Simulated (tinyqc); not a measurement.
Worked calculation: one-electron ion in a basis of Gaussians. Computed by tinyqc, a small Python program that keeps every step. Settings: Z = 3, l = 2. Command: `OMP_NUM_THREADS=1 python tinyqc.py 22935 22936 out.jsonl` (the two numbers bound the seeds that draw the settings). One thread of a shared host (Intel(R) Xeon(R) Processor @ 2.60GHz), about 0.01 s of CPU time with the checks.

## Matrices over normalised Gaussians

exponents of r^l exp(-a r^2) (1/bohr^2): 0.02301  0.10600  0.48800

Z = 3

l = 2

With p = a_i + a_j and I(k) = Gamma((k+1)/2) / (2 p^((k+1)/2)): S = I(2l+2), T = (2l+3) a_i a_j S / p, V = -Z I(2l+1), each divided by sqrt(S_ii S_jj).

S, lower triangle:
```
         1        2        3
1  1.00000
2  0.39270  1.00000
3  0.04594  0.39298  1.00000
```

T (hartree), lower triangle:
```
         1        2        3
1  0.08053
2  0.05197  0.37100
3  0.00707  0.23956  1.70800
```

V (hartree), lower triangle:
```
          1         2         3
1  -0.38730
2  -0.25465  -0.83127
3  -0.05929  -0.54682  -1.78361
```

## Generalised eigenproblem

H = T + V (hartree), lower triangle:
```
          1         2         3
1  -0.30677
2  -0.20268  -0.46027
3  -0.05222  -0.30726  -0.07561
```

Solve H C = S C e through S^(-1/2); each column has its largest component positive (the first on a tie).

eigenvalues of S: 0.46693  0.95406  1.57901

eigenvalues (hartree): -0.49281  -0.26691  0.17446

coefficients:
```
         1         2         3
1  0.07960   1.05419   0.29055
2  0.85075  -0.36260  -0.75058
3  0.23728  -0.16336   1.05802
```

For Z = 3 and l = 2 the exact lowest level is -Z^2/(2 n^2) with n = l + 1: -0.500000 hartree.
